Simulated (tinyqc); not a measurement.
Inside a calculation. Method: plane-wave Kohn-Sham cycle with exchange-only LDA in a layered model solid. Computed by tinyqc, a small Python program that keeps every step. Settings: points = 16, plane-wave index or count = 3, electrons = 2, k points = 2, area = 34.0, mixing = 0.8, iteration cap = 72, Kerker q0 = 1.17. Command: `OMP_NUM_THREADS=1 python tinyqc.py 26795 26796 out.jsonl` (the two numbers bound the seeds that draw the settings). One thread of a shared host (Intel(R) Xeon(R) Processor @ 2.60GHz), about 0.02 s of CPU time with the checks. Later iterations appear only in the table of the cycle.

## Iteration 1: potential

A solid whose potential varies along x alone (atomic units):
```
parameter                      value
period a                   11.100000
cross-section of the cell  34.000000
electrons per cell                 2
grid points                       16
plane waves -n..n, n               3
k points                           2
V1 in V1 cos(2 pi x/a)     -0.460000
```

density at the start, on the grid x_j = j a/N (e/bohr^3): 0.00529942  0.00529942  0.00529942  0.00529942  0.00529942  0.00529942  0.00529942  0.00529942  0.00529942  0.00529942  0.00529942  0.00529942  0.00529942  0.00529942  0.00529942  0.00529942

V_H(G) = 4 pi rho(G)/G^2 for G != 0 (uniform background); v_x = -(3 rho/pi)^(1/3); V = V_ext + V_H + v_x; Fourier components f(G_m) = (1/N) sum_j f(x_j) exp(-i G_m x_j).

Potentials on the grid (hartree):
```
x              V_ext       V_H        v_x          V
0.000000   -0.460000  0.000000  -0.171685  -0.631685
0.693750   -0.424985  0.000000  -0.171685  -0.596670
1.387500   -0.325269  0.000000  -0.171685  -0.496954
2.081250   -0.176034  0.000000  -0.171685  -0.347720
2.775000           0  0.000000  -0.171685  -0.171685
3.468750    0.176034  0.000000  -0.171685   0.004349
4.162500    0.325269  0.000000  -0.171685   0.153584
4.856250    0.424985  0.000000  -0.171685   0.253299
5.550000    0.460000  0.000000  -0.171685   0.288315
6.243750    0.424985  0.000000  -0.171685   0.253299
6.937500    0.325269  0.000000  -0.171685   0.153584
7.631250    0.176034  0.000000  -0.171685   0.004349
8.325000           0  0.000000  -0.171685  -0.171685
9.018750   -0.176034  0.000000  -0.171685  -0.347720
9.712500   -0.325269  0.000000  -0.171685  -0.496954
10.406250  -0.424985  0.000000  -0.171685  -0.596670
```

V(G_m), m = 0, 1, 2, ... (hartree): -0.171685  -0.230000  0.000000  0.000000  0.000000  0.000000  0.000000

## Iteration 1: Hamiltonian at one k

k = 0.250000 2 pi / a

H(m,m') = (k + G_m)^2/2 delta + V(G_m - G_m'), with V(-G) = V(G).

H (hartree):
```
           -3         -2         -1         +0         +1         +2         +3
-3   1.039887  -0.230000   0.000000   0.000000   0.000000   0.000000   0.000000
-2  -0.230000   0.318951  -0.230000   0.000000   0.000000   0.000000   0.000000
-1   0.000000  -0.230000  -0.081568  -0.230000   0.000000   0.000000   0.000000
+0   0.000000   0.000000  -0.230000  -0.161672  -0.230000   0.000000   0.000000
+1   0.000000   0.000000   0.000000  -0.230000   0.078639  -0.230000   0.000000
+2   0.000000   0.000000   0.000000   0.000000  -0.230000   0.639367  -0.230000
+3   0.000000   0.000000   0.000000   0.000000   0.000000  -0.230000   1.520510
```

## Iteration 1: levels at that k

Diagonalise the Hermitian matrix.

eigenvalues (hartree): -0.450355  -0.112602  0.162784  0.387628  0.676796  1.110815  1.579048

## Iteration 1: new density

Motion across x is left out: the lowest 1 band(s) hold two electrons at each of the k points (j + 1/2)/nk - 1/2. Residual R = rho(out) - rho(in); rho(new) = rho(in) + 0.8 R, with R(G) scaled by G^2/(G^2 + 1.17^2) (Kerker). rho(out) = 2/(a A nk) sum |psi|^2 with psi = sum c exp(i G x). Harris energy E = band energy - dV sum rho (V_H/2 + v_x) + (3/4) dV sum rho v_x with rho(in), dV = a A/N, band energy = (2/nk) sum of the filled levels.

rho(out) (e/bohr^3): 0.01958310  0.01651698  0.00993048  0.00430302  0.00139115  0.00036126  0.00008203  0.00001641  0.00000493  0.00001641  0.00008203  0.00036126  0.00139115  0.00430302  0.00993048  0.01651698

density after iteration 1 (e/bohr^3): 0.00915331  0.00789634  0.00546741  0.00397373  0.00385843  0.00433059  0.00476121  0.00499702  0.00506791  0.00499702  0.00476121  0.00433059  0.00385843  0.00397373  0.00546741  0.00789634

energy per cell = -0.81486788 hartree

## Iteration 2: potential

As before.

Potentials on the grid (hartree):
```
x              V_ext        V_H        v_x          V
0.000000   -0.460000   0.069520  -0.205992  -0.596472
0.693750   -0.424985   0.058541  -0.196095  -0.562538
1.387500   -0.325269   0.032468  -0.173481  -0.466282
2.081250   -0.176034   0.004852  -0.155976  -0.327158
2.775000           0  -0.015474  -0.154452  -0.169926
3.468750    0.176034  -0.027372  -0.160511  -0.011849
4.162500    0.325269  -0.033375  -0.165665   0.126229
4.856250    0.424985  -0.036022  -0.168356   0.220607
5.550000    0.460000  -0.036757  -0.169148   0.254095
6.243750    0.424985  -0.036022  -0.168356   0.220607
6.937500    0.325269  -0.033375  -0.165665   0.126229
7.631250    0.176034  -0.027372  -0.160511  -0.011849
8.325000           0  -0.015474  -0.154452  -0.169926
9.018750   -0.176034   0.004852  -0.155976  -0.327158
9.712500   -0.325269   0.032468  -0.173481  -0.466282
10.406250  -0.424985   0.058541  -0.196095  -0.562538
```

V(G_m), m = 0, 1, 2, ... (hartree): -0.170263  -0.211056  -0.000416  -0.001838  -0.000133  0.000259  0.000101

## Iteration 2: Hamiltonian at one k

k = 0.250000 2 pi / a

As before.

H (hartree):
```
           -3         -2         -1         +0         +1         +2         +3
-3   1.041309  -0.211056  -0.000416  -0.001838  -0.000133   0.000259   0.000101
-2  -0.211056   0.320373  -0.211056  -0.000416  -0.001838  -0.000133   0.000259
-1  -0.000416  -0.211056  -0.080146  -0.211056  -0.000416  -0.001838  -0.000133
+0  -0.001838  -0.000416  -0.211056  -0.160250  -0.211056  -0.000416  -0.001838
+1  -0.000133  -0.001838  -0.000416  -0.211056   0.080062  -0.211056  -0.000416
+2   0.000259  -0.000133  -0.001838  -0.000416  -0.211056   0.640789  -0.211056
+3   0.000101   0.000259  -0.000133  -0.001838  -0.000416  -0.211056   1.521932
```

## Iteration 2: levels at that k

As before.

eigenvalues (hartree): -0.419924  -0.096556  0.158465  0.377442  0.671908  1.101330  1.571403

## Iteration 2: new density

As before.

rho(out) (e/bohr^3): 0.01924155  0.01630829  0.00996149  0.00444882  0.00150982  0.00041856  0.00010195  0.00002200  0.00000728  0.00002200  0.00010195  0.00041856  0.00150982  0.00444882  0.00996149  0.01630829

density after iteration 2 (e/bohr^3): 0.01151186  0.00965619  0.00595667  0.00344986  0.00296995  0.00352514  0.00416766  0.00456647  0.00469492  0.00456647  0.00416766  0.00352514  0.00296995  0.00344986  0.00595667  0.00965619

energy per cell = -0.76112052 hartree

## Convergence

Stop when sqrt(dV sum R^2) is below 1e-8, dV = a A/N.

Course of the cycle:
```
iteration  E (hartree)  norm of the residual
1          -0.81486788              1.30e-01
2          -0.76112052              1.02e-01
3          -0.72175290              8.26e-02
4          -0.69477549              6.76e-02
5          -0.67663826              5.58e-02
6          -0.66457798              4.62e-02
7          -0.65663802              3.82e-02
8          -0.65146549              3.16e-02
9          -0.64813488              2.62e-02
10         -0.64601848              2.16e-02
11         -0.64469425              1.78e-02
...                ...                   ...
62         -0.64289303              1.36e-06
63         -0.64289303              1.13e-06
64         -0.64289303              9.41e-07
65         -0.64289303              7.84e-07
66         -0.64289303              6.53e-07
67         -0.64289303              5.44e-07
68         -0.64289303              4.53e-07
69         -0.64289303              3.78e-07
70         -0.64289303              3.15e-07
71         -0.64289303              2.62e-07
72         -0.64289303              2.18e-07
```

Not converged within 72 iterations: the residual falls steadily but slowly, by a factor of about 0.83 a step. Reruns (cap 100 unless said): mixing 0.1: not converged; mixing 0.5, Kerker q0 1.0: not converged; mixing 0.3, Pulay depth 5: converged in 18 (E = -0.64289); the original settings with a cap of 400: converged in 89 (E = -0.64289).
